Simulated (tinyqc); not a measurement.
Changing the coupling N(0)V: BCS gap equation with a constant attraction inside the Debye window. Computed by tinyqc, a small Python program. Command: `OMP_NUM_THREADS=1 python tinyqc.py 3019569 3019570 out.jsonl bcs sweep`. One thread of a shared host (Intel(R) Xeon(R) Processor @ 2.30GHz), about 0.02 s of CPU time with the checks.

Pairs attract with strength V for |xi| < k_B Theta; N(0) is the density of states for one spin. Energies are given as temperatures (E/k_B, in K) unless marked.

Inputs (values chosen for the exercise, modelled on vanadium):

| quantity | value | unit |
|---|---|---|
| Debye temperature Theta | 383 | K |
| Fermi velocity v_F | 330000 | m/s |
| electron density n | 7.15 | 1e28/m^3 |
| mean free path l | 50 | nm |

Solver: bisection.

Constants: k_B = 8.617333262e-05 eV/K; hbar = 1.054571817e-34 J s; k_B = 1.380649e-23 J/K; m_0 = 9.1093837015e-31 kg; eps_0 = 8.8541878128e-12 F/m; c = 299792458 m/s; e = 1.602176634e-19 C.

Method:
- At T = 0 the gap equation 1/(N(0)V) = int_0^Theta d xi/sqrt(xi^2 + Delta^2) has the integral arcsinh(Theta/Delta), so Delta_0 = Theta/sinh(1/(N(0)V)); weak coupling gives 2 Theta exp(-1/(N(0)V)).
- Gap equation: 1/(N(0)V) = I(Delta, T) = int_0^Theta tanh(E/2T)/E d xi, E = sqrt(xi^2 + Delta^2); 64 Gauss-Legendre points in y with xi = max(Delta, T) sinh(y).
- T_c solves I(0, T_c) = 1/(N(0)V); the weak-coupling form is T_c = (2 e^C/pi) Theta exp(-1/(N(0)V)) with Euler's C = 0.5772157, and 2 Delta_0/T_c then tends to 2 pi e^-C = 3.528.
- xi_0 = hbar v_F/(pi Delta_0); lambda_L = sqrt(m_0 eps_0 c^2/(n e^2)); N(0) = 3 n/(2 m_0 v_F^2) for one spin; condensation energy N(0) Delta_0^2/2 = B_c^2/(2 mu_0), mu_0 = 1/(eps_0 c^2); with scattering lambda = lambda_L sqrt(1 + xi_0/l) in the local limit (where xi_0 and l both exceed lambda, nonlocal response makes the true depth larger); Ginzburg-Landau kappa = 0.96 lambda_L/xi_0 + 0.72 lambda_L/l. Free-electron mass throughout; heavier carriers, as in niobium or vanadium, give a larger lambda_L and kappa and can make the metal type II.

One run for each value:

| coupling N(0)V | T_c (K) | 2 Delta_0/T_c | weak-coupling T_c (K) | Delta_0 (K) | coherence length xi_0 (nm) |
|---|---|---|---|---|---|
| 0.22 | 4.61 | 3.5282 | 4.61 | 8.13 | 98.661 |
| 0.29 | 13.81 | 3.5313 | 13.81 | 24.38 | 32.905 |
| 0.37 | 29.11 | 3.5437 | 29.11 | 51.57 | 15.558 |
| 0.44 | 44.75 | 3.5655 | 44.74 | 79.77 | 10.058 |
| 0.51 | 61.16 | 3.5971 | 61.12 | 109.99 | 7.295 |
| 0.58 | 77.63 | 3.6346 | 77.44 | 141.08 | 5.687 |
| 0.66 | 96.17 | 3.6786 | 95.44 | 176.89 | 4.536 |
| 0.80 | 127.62 | 3.7470 | 124.42 | 239.09 | 3.356 |

Give the missing row, coupling N(0)V = 0.73.

Computed row:
```
coupling N(0)V  T_c (K)  2 Delta_0/T_c  weak-coupling T_c (K)  Delta_0 (K)  coherence length xi_0 (nm)
0.73             112.05         3.7146                 110.37       208.11                       3.855
```

Interpolating between the two neighbouring rows (linearly) misses most in coherence length xi_0 (nm), by 2.3 %. Over the rows, T_c (K) rises from 4.61 to 128 (exponent d ln y / d ln x 4.0 between the first rows and 1.4 between the last); 2 Delta_0/T_c rises from 3.53 to 3.75 (exponent d ln y / d ln x 0.0033 between the first rows and 0.095 between the last); weak-coupling T_c (K) rises from 4.61 to 124 (exponent d ln y / d ln x 4.0 between the first rows and 1.3 between the last). The exponent of T_c is about 1/(N(0)V), large at weak coupling; the weak-coupling formula misses by 2.5 % in the last row.

Caution (rows 0.370, 0.440, 0.510, 0.580, 0.660, 0.730, 0.800): at this coupling retardation and damping of the phonon exchange (Eliashberg theory) matter.
